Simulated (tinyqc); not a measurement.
Worked calculation: Wannier exciton and Elliott formula. Values are carried at full precision from step to step, so a last printed digit may differ when a step is redone from the rounded ones.

Constants: Ry = 13.60569312 eV; a0 (Bohr radius) = 0.5291772105 angstrom; hbar^2/2m0 = 3.80998211 eV angstrom^2; kB = 8.617333262e-05 eV/K; e/hbar = 1.519267448e-05 1/(T angstrom^2); muB = 5.788381798e-05 eV/T.

Values chosen for the exercise (near those of GaN; not measured data):
- me = 0.207 m0 (electron mass)
- mh = 0.859 m0 (hole mass)
- eps = 9.3 (dielectric constant)
- Eg = 3.472 eV (gap)
- N = 0.28 x 1e16/cm^3 (density of pairs)
- T = 150 K (temperature)
- B = 11 T (magnetic field)

## Exciton units

1/mu = 1/me + 1/mh, Ry* = Ry mu/eps^2, a* = a0 eps/mu.

mu = 0.16680 m0
Ry* = 26.240 meV
a* = 29.50 angstrom

## Hydrogen-like series

Binding Ry*/n^2 in three dimensions and Ry*/(n - 1/2)^2 in two; strengths relative to n = 1 go as 1/n^3 and (1/2)^3/(n - 1/2)^3. Lines at Eg less the binding.

Series:
```
n  3D binding (meV)  3D line (eV)  3D strength  2D binding (meV)  2D line (eV)  2D strength
1             26.24        3.4458       1.0000            104.96        3.3670       1.0000
2              6.56        3.4654       0.1250             11.66        3.4603       0.0370
3              2.92        3.4691       0.0370              4.20        3.4678       0.0080
4              1.64        3.4704       0.0156              2.14        3.4699       0.0029
```

## Free pairs and excitons

Saha balance n^2/n_x = K = (mu kB T/(4 pi c))^(3/2) exp(-Ry*/kB T) with n + n_x = N, 1s excitons only, equal spin counts for excitons and free pairs; free share f = 2/(1 + sqrt(1 + 4N/K)); c = hbar^2/2m0, Ry* = Ry mu/eps^2, 1/mu = 1/me + 1/mh, 1/angstrom^3 = 1e24/cm^3.

Give K and f.

K = 3.969 x 1e16/cm^3
free share = 0.9379

N a*^3 = 7.2e-05, below the Mott range of about 0.01 to 0.02.

## Diamagnetic shift

For the 1s state dE = (e B)^2 <x^2 + y^2>/(8 mu m0) = c ((e/hbar) B)^2 a*^2/(2 mu), c = hbar^2/2m0; it holds while gamma = muB B/(mu Ry*) is small.

dE = 0.2776 meV
gamma = 0.145

gamma is small, as assumed.

## Checks

- 1s binding from the radial equation by finite differences against Ry*, meV: both 26.24.

tinyqc: `OMP_NUM_THREADS=1 python tinyqc.py 1282654 1282655 out.jsonl`; about 0.01 s, one thread, shared Intel(R) Xeon(R) Processor @ 2.30GHz.
